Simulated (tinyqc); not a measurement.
An offset iteration that does not settle: band offset of a heterojunction with an interface dipole (two-band chains, self-consistent charge).

Sites alternate A, C. Left: A at -G1/2, C at +G1/2, hopping -t1; right: A at D - G2/2, C at D + G2/2, hopping -t2; the bonds across the two interfaces of a ring (C left to A right, C right to A left) have -sqrt(t1 t2). D is the offset of the mid-gaps, so Ev(right) - Ev(left) = D - (G2 - G1)/2 and Ec(right) - Ec(left) = D + (G2 - G1)/2. The closing bond has its sign reversed (antiperiodic ring). Half the levels are filled with two electrons each. The charge moved is q = (electrons on the left) less one a site; the mean over the two interfaces, q/2, is taken as the charge that crosses each, and its dipole opposes the offset: D = D0 - u q/2.

From here on the ring has 24 cells a side.

Values chosen for the exercise (gaps near those of Si and GaP; the chains and D0 are free models, so the offsets are not those of the real pair; shifted at random, so the results belong to these values and not to a real crystal):
- G1 = 1.11 eV (gap on the left)
- G2 = 2.31 eV (gap on the right)
- t1 = 2.14 eV (hopping on the left)
- t2 = 1.99 eV (hopping on the right)
- D0 = 0.32 eV (mid-gap of the right side above that of the left, without dipole)
- u = 5.1 eV (potential step per electron moved across)
- mx = 1 (mixing)

Start at D = D0; D(out) = D0 - u q(D)/2; D(new) = D + mx (D(out) - D); stop when |D(out) - D| < 1e-7 eV, after 60 steps, or above 50 eV.

Iterations:
```
i     D (eV)        q  D(out) (eV)  D(out) - D
0    0.32000  0.10105      0.06232      -0.258
1    0.06232  0.01953      0.27021       0.208
2    0.27021  0.08513      0.10291      -0.167
3    0.10291  0.03227      0.23772       0.135
4    0.23772  0.07480      0.12926      -0.108
5    0.12926  0.04054      0.21661      0.0874
6    0.21661  0.06811      0.14633     -0.0703
7    0.14633  0.04592      0.20291      0.0566
8    0.20291  0.06377      0.15739     -0.0455
...      ...      ...          ...         ...
55   0.17770  0.05580      0.17770    1.68e-06
56   0.17770  0.05580      0.17770   -1.35e-06
57   0.17770  0.05580      0.17770    1.09e-06
58   0.17770  0.05580      0.17770   -8.75e-07
59   0.17770  0.05580      0.17770    7.04e-07
```

Can the last value be used, and what is the cause?

No: the cap of 60 steps is reached with |D(out) - D| = 7e-07 eV; the sign of D(out) - D alternates. Near the solution the error is multiplied by 1 - mx (1 + u chi/2) a step, with chi = dq/dD = 0.3156 1/eV, that is -0.80. A rerun with mx = 0.55, near 1/(1 + u chi/2), converges in 3 steps to D = 0.1777 eV.

Program tinyqc; command `OMP_NUM_THREADS=1 python tinyqc.py 1480813 1480814 out.jsonl`; about 0.5 s on one thread of a shared Intel(R) Xeon(R) Processor @ 2.30GHz.
